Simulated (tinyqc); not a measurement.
Lowest level against width: zigzag graphene nanoribbon in tight binding.

A zigzag ribbon of N chains, sites A1, B1, A2, ..., BN across it. For each k it is a chain with bonds -2t cos(k/2) (A_n to B_n) and -t (B_n to A_(n+1)), and +D, -D on A and B. A1 and BN are the edge sites; the Dirac points project to k = 2 pi/3.

Inputs chosen for the exercise (out of a larger set: near those used for graphene; not measured data): t = 2.64 eV (hopping); k = 2.59 (k times the period sqrt3 acc).

D = 0; lowest positive level at the given k, and the estimate t x^N (1 - x^2), x = 2 cos(k/2) (a dash if x >= 1).

Level (eV):
```
N,matrix,estimate
2,0.6318,0.5508
3,0.3165,0.3000
4,0.1667,0.1634
5,0.08965,0.08898
8,0.01438,0.01437
10,0.004264,0.004264
14,0.0003751,0.0003751
```

Give the missing row, N = 6.

Computed row:
```
N   matrix  estimate
6  0.04859   0.04846
```

With x = 0.5446 < 1 the level falls exponentially: from N = 10 to 14 by a factor 0.088, against x^4 = 0.088.

Program tinyqc; command `OMP_NUM_THREADS=1 python tinyqc.py 1452029 1452030 out.jsonl`; about 0.01 s on one thread of a shared Intel(R) Xeon(R) Processor @ 2.30GHz.
